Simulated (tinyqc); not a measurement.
# Tunnelling through a gate dielectric, WKB transmission and Tsu-Esaki current: two studies

Electrons leave the emitter at x = 0. Energies E (motion across the layers) are in eV from the emitter Fermi level; the collector Fermi level lies at -V and offers states at every E. No charge in the dielectric and no image force: F1 = V/t1, U = phi1 - F1 x. With C = hbar^2/(2 m0), kappa = sqrt(m (U - E)/C) where U > E and 0 elsewhere; T(E) = exp(-S), S = 2 times the integral of kappa over x.

Parameters, values chosen for the exercise; dielectric values close to those of silicon dioxide:
- T = 350 K (temperature)
- Ef = 0.22 eV (Fermi energy of the emitter above its band bottom)
- me = 0.72 m0 (emitter mass in the supply function)
- phi1 = 3.06 eV (barrier of layer 1 above the emitter Fermi level at zero bias)
- m1 = 0.52 m0 (tunnelling mass of layer 1)
- t1 = 2.4 nm (thickness of layer 1)
- V = 1.4 V (voltage across the dielectric)

Constants: q = 1.602176634e-19 C, kB = 1.380649e-23 J/K, hbar = 1.054571817e-34 J s, m0 = 9.1093837015e-31 kg, Vt = kB T/q, hbar^2/(2 m0) = 0.0380998212 eV nm^2. Results are converted to the units shown.

Each table varies one quantity; the others keep the values above.

## A Fowler-Nordheim plot

The thickness is set to t1 = 6.8 nm and V = F t1. Each layer adds (2/F) sqrt(m/C) [G(u at its left edge) - G(u at its right edge)] to S, with u = U - E (0 where negative) and G(u) = (2/3) u^1.5. J = J0 times the integral of T(E) N(E) dE, N = ln[(1 + exp(-E/Vt))/(1 + exp((-E - V)/Vt))], J0 = q^2 me m0 kB T/(2 pi^2 hbar^3) (times 1e-4 for A/cm^2 per eV), from E = -Ef to far above the barrier (T = 1 there), by quadrature converged to the digits shown. The closed formula is J = A F^2 exp(-B/F), A = q^2 me/(16 pi^2 hbar m1 phi1) (A/V^2 with phi1 in volts), B = (4/3) sqrt(m1/C) phi1^1.5 (V/nm), C = hbar^2/(2 m0); it assumes zero temperature, a deep Fermi sea and S linear in E.

Result of one run:
```
F (V/nm)	J (A/cm^2)	J by the formula (A/cm^2)	ln(J/F^2), F in V/cm
0.83	1.014e-6	7.678e-7	-45.66
```

What becomes of these results when the field F is changed from 0.83 to 0.71 V/nm, all else the same?

Result of the changed run:
```
F (V/nm)	J (A/cm^2)	J by the formula (A/cm^2)	ln(J/F^2), F in V/cm
0.71	4.268e-9	2.617e-9	-50.82
```

The whole series:
```
F (V/nm)	J (A/cm^2)	J by the formula (A/cm^2)	ln(J/F^2), F in V/cm
0.6	4.530e-12	2.064e-12	-57.33
0.71	4.268e-9	2.617e-9	-50.82
0.83	1.014e-6	7.678e-7	-45.66
0.94	4.626e-5	4.053e-5	-42.09
1.06	0.001232	0.001234	-39.05
1.17	0.01397	0.01558	-36.82
1.29	0.1241	0.1541	-34.83
1.4	0.6642	0.9046	-33.32
```

The slope of ln(J/F^2) against 1/F between the end rows is -25.22 V/nm, against B = 26.37 V/nm; read as B it gives phi1 = 2.97 eV. The integrated current is 2.19 times the formula in the first row and 27 % below it in the last. The shortfall in the last row comes from the shallow Fermi sea, which cuts off supply that the formula counts. The excess in the first row is thermal: at 20 K it is gone. In 4 of the 8 rows the field exceeds 10 MV/cm (up to 14.0), more than most dielectrics sustain; the model ignores breakdown.

## Effect of the tunnelling mass m1

Same model as above.

Results:
```
m1 (m0)	S at E = 0	T(E = 0)	J (A/cm^2)	mean E of the current (eV)
0.12	13.04	2.176e-6	452.2	-0.1268
0.2	16.83	4.899e-8	9.208	-0.1231
0.25	18.82	6.718e-9	1.200	-0.1212
0.31	20.96	7.929e-10	0.1341	-0.1190
0.4	23.80	4.594e-11	0.007239	-0.1161
0.5	26.61	2.767e-12	4.073e-4	-0.1130
0.63	29.87	1.062e-13	1.448e-5	-0.1094
```

Estimate the missing row, m1 = 0.15 m0.

Computed row:
```
m1 (m0)	S at E = 0	T(E = 0)	J (A/cm^2)	mean E of the current (eV)
0.15	14.58	4.671e-7	93.16	-0.1253
```

With this row back in the table: J falls from 452 to 1.45e-5 A/cm^2. S goes as m1^(0.50): kappa is proportional to the square root of the mass.

Program tinyqc, `OMP_NUM_THREADS=1 python tinyqc.py 2540157 2540158 out.jsonl`; Intel Xeon 2.30GHz, shared host, one thread, about 0.04 s.
